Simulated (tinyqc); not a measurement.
Spin curve: spin coating of a resist or spin-on film: centrifugal thinning, evaporation and the final thickness (Emslie and Meyerhofer models). Computed by tinyqc, a small Python program. Command: `OMP_NUM_THREADS=1 python tinyqc.py 3112732 3112733 out.jsonl spincoat walk`. One thread of a shared host (Intel(R) Xeon(R) Processor @ 2.30GHz), about 0.1 s of CPU time with the checks.

A Newtonian film stays uniform over the wafer; solvent and solids have the same density and the concentration is uniform through the thickness.

Inputs (values chosen for the exercise, of the order of those of a polymer resist in an ester solvent):
```
quantity                                 value          unit
solids volume fraction c0                0.081             -
kinematic viscosity of the solvent nu_s    1.5        mm^2/s
viscosity constant k                       770        mm^2/s
viscosity exponent gamma                   2.7             -
spin speed f                              5000           rpm
evaporation rate at 1000 rpm e0           0.26  micrometre/s
starting thickness h0                      500    micrometre
wafer radius R                             100            mm
```

Method:
- omega = 2 pi f/60; nu(c) = nu_s + k c^gamma; evaporation rate e = e0 sqrt(f/1000 rpm).
- Flow constant K = 2 omega^2/(3 nu(c0)); Reynolds number of the air omega R^2/nu_air with nu_air = 15 mm^2/s.
- Meyerhofer estimate: flow rules until (1 - c0) K h^3 = e, then evaporation alone: h_w = (e/((1 - c0) K))^(1/3), dry film c0 h_w.
- Full model for solids s and liquid l per area, h = s + l, c = s/h: ds/dt = -c Q, dl/dt = -(1 - c) Q - e, Q = 2 omega^2 h^3/(3 nu(c)); integrated adaptively (relative tolerance 1e-9) until l = 0.

dry film, estimate = 163.355 nm

Dry film against speed:
```
f (rpm)  full model (nm)  estimate (nm)  time to dry (s)
500               568.89         516.57           40.699
1000              402.26         365.27           20.350
1500              328.45         298.24           13.567
2000              284.44         258.29           10.175
3000              232.25         210.89            6.784
4000              201.13         182.64            5.088
6000              164.22         149.12            3.392
```

What follows from these numbers?

The full thickness goes as f^-0.500; the estimate as (e/omega^2)^(1/3) = f^(-1/2). The time to dry goes as f^-1.00. A thickness window of 1 % allows a speed error of about 2 %. Caution: above a Reynolds number of about 3e5 the air flow near the rim turns turbulent, and evaporation is no longer uniform.
